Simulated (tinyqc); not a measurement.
Inside a calculation. Model: off-state leakage of single and stacked transistors.

Computed by the program tinyqc: `OMP_NUM_THREADS=1 python tinyqc.py 2242243 2242244 out.jsonl`, one thread of a shared Intel Xeon 2.30GHz, about 0.03 s for the whole run. Printed values are rounded.

n-channel devices of unit width. Subthreshold current I(Vg, Vs, Vd) = I0 (T/300 K)^0.5 exp[(Vg - Vs - VT(T) - gb (Vs - Vb) + dd (Vd - Vs))/(nf Vt)] (1 - exp(-(Vd - Vs)/Vt)), VT(T) = VT - cT (T - 300 K). Gate-edge tunnelling Ig (Vd/1 V) exp(ag (Vd - 1 V)), for a gate at 0 V, and band-to-band leakage Ab u exp(-Bb/u), u = Vd - Vb + 1 V, flow at a drain held at V; both are taken as independent of T. In a stack of off transistors (all gates at 0 V) the same subthreshold current passes through each.

Parameters, values chosen for the exercise; values of the order met in bulk silicon logic transistors: temperature T = 378 K; supply voltage V = 0.7 V; threshold at 300 K, zero drain and body bias VT = 0.31 V; fall of the threshold with temperature cT = 0.9 mV/K; current at threshold at 300 K I0 = 0.52 uA/um; slope factor nf = 1.21; drain-induced lowering per volt dd = 0.1; rise of the threshold per volt of source-body bias gb = 0.09; gate-edge tunnelling current at 1 V Ig = 1e-6 uA/um; exponential slope of the gate current ag = 3.8 1/V; prefactor of band-to-band leakage at the drain Ab = 2 uA/(um V); its exponential voltage Bb = 18 V; body voltage Vb = 0 V.

Constants: q = 1.602176634e-19 C, kB = 1.380649e-23 J/K, Vt = kB T/q. Results are converted to the units shown.

## Leakage of one transistor

Vg = Vs = 0, Vd = V; effective threshold VT(T) - gb Vb - dd V.

effective threshold = 0.1698 V
parts (nA/um): subthreshold 7.85591, gate edge 2.23873e-4, band-to-band 0.0857170
total = 7.94185 nA/um
shares (%): subthreshold 98.9179, gate edge 0.00281891, band-to-band 1.07931

The subthreshold part is the largest.

## Starting value

Vx = dd V/(1 + gb + 2 dd), the solution for Vx well above Vt, rounded to three decimals.

Vx at the start = 0.054 V

## Iteration 1: new Vx

Stack of two, Vx the node between them: I_low = I(0, 0, Vx), I_up = I(0, Vx, V), f = ln(I_up/I_low), f' = -(1 + gb + 2 dd)/(nf Vt) - 1/(Vt (exp(Vx/Vt) - 1)) - 1/(Vt (exp((V - Vx)/Vt) - 1)), Vx(new) = Vx - f/f'.

I_low = 1.23472 nA/um
I_up = 1.53861 nA/um
f = 0.220039
f' = -39.9569 1/V
Vx after iteration 1 = 0.0595069 V

## Iteration 2: new Vx

As before.

I_low = 1.29794 nA/um
I_up = 1.30293 nA/um
f = 0.00383703
f' = -38.6172 1/V
Vx after iteration 2 = 0.0596063 V

## Iteration 3: new Vx

As before.

I_low = 1.29902 nA/um
I_up = 1.29902 nA/um
f = 1.06185e-6
f' = -38.5958 1/V
Vx after iteration 3 = 0.0596063 V

## Course of the iteration

Stop when the step is below 1e-11 V, or after 40 iterations.

Course of the iteration:
```
iteration,Vx before the step (V),step (V)
1,0.054,5.51e-3
2,0.0595069,9.94e-5
3,0.0596063,2.75e-8
4,0.0596063,2.14e-15
```

Converged in 4 iterations. The subthreshold current of the stack is 1.299 nA/um, 6.05 times less than that of one transistor (the drain leakage is unchanged); the estimate exp[dd V (1 + gb + dd)/((1 + gb + 2 dd) nf Vt)] gives 5.15.
